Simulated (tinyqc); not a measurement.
Specific resistance of a metal-semiconductor contact and its transmission-line measurement: one step, computed by the program tinyqc.

The barrier is parabolic (depletion approximation), energies E are normal energies counted from the band edge in the neutral semiconductor (downwards for holes), and the bias is zero. xi is an input, held fixed when other inputs move.

Problem. Current crowding. Transmission-line model: transfer length L_T = sqrt(rho_c/R_sh); R_c = (R_sh L_T/W) coth(d/L_T). Limits: rho_c/(W d) for d << L_T, sqrt(rho_c R_sh)/W for d >> L_T.

Inputs (values chosen for the exercise, modelled on n-type GaN):

| quantity | value | unit |
|---|---|---|
| temperature T | 500 | K |
| sheet resistance R_sh | 750 | ohm |
| contact length d | 5.6 | micrometre |
| contact width W | 0.57 | micrometre |

Image-force lowering: left out.

specific contact resistance rho_c = 0.1266759 ohm cm^2

Give: transfer length L_T; d/L_T; contact resistance R_c; R_c W; short-contact limit; long-contact limit.

Solution.

transfer length L_T = 130.0 micrometre

d/L_T = 0.04309

contact resistance R_c = 3.971e+06 ohm

R_c W = 2.263e+06 ohm micrometre

short-contact limit = 3.969e+06 ohm

long-contact limit = 1.710e+05 ohm

The contact is short: the whole area carries current, and R_c scales as 1/d.
